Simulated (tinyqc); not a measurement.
Schottky diode by thermionic emission with image-force lowering and series resistance: one step of the calculation.

Metal on an n-type semiconductor with one parabolic valley; V > 0 is forward bias (metal positive). I = I0 [exp(Vj/(n Vt)) - 1] with Vj = V - I Rs; I0 = S A* T^2 exp(-(phi - dphi)/Vt), the lowering dphi taken at zero bias.

Question. Saturation current. A* = 4 pi q me m0 kB^2/h^3 (times 1e-4 for A/(cm^2 K^2)); Nc = 2 (2 pi me m0 kB T/h^2)^1.5 (times 1e-6 for cm^-3); xi = Vt ln(Nc/Nd), Vbi = phi - xi; surface field Em = sqrt(2 q Nd (Vbi - V - Vt)/(eps0 eps_r)); dphi = sqrt(q Em/(4 pi eps0 eps_r)). Here V = 0 in Em.

Values chosen for this exercise; band and dielectric values close to those of In0.53Ga0.47As:
```
symbol   value   unit                             meaning
T          250      K                         temperature
me      0.0409     m0                       electron mass
eps_r     14.2                      relative permittivity
phi       0.35     eV  barrier height seen from the metal
Nd      1.3e16  cm^-3                       donor density
S       9.9e-5   cm^2                                area
```

Constants: q = 1.602176634e-19 C, kB = 1.380649e-23 J/K, h = 6.62607015e-34 J s, m0 = 9.1093837015e-31 kg, Vt = kB T/q, eps0 = 8.8541878128e-14 F/cm where lengths are in cm. Results are converted to the units shown.

Give: A*; Nc; Vbi; Em; dphi; I0.

Answer.

A* = 4.9151 A/(cm^2 K^2)
Nc = 1.5790e17 cm^-3
Vbi = 0.29621 V
Em = 30.166 kV/cm
dphi = 17.490 meV
I0 = 6.0248e-6 A

The lowering raises I0 by a factor of 2.25.

Computed by the program tinyqc: `OMP_NUM_THREADS=1 python tinyqc.py 2640110 2640111 out.jsonl`, one thread of a shared Intel Xeon 2.30GHz, about 0.01 s for the whole run.
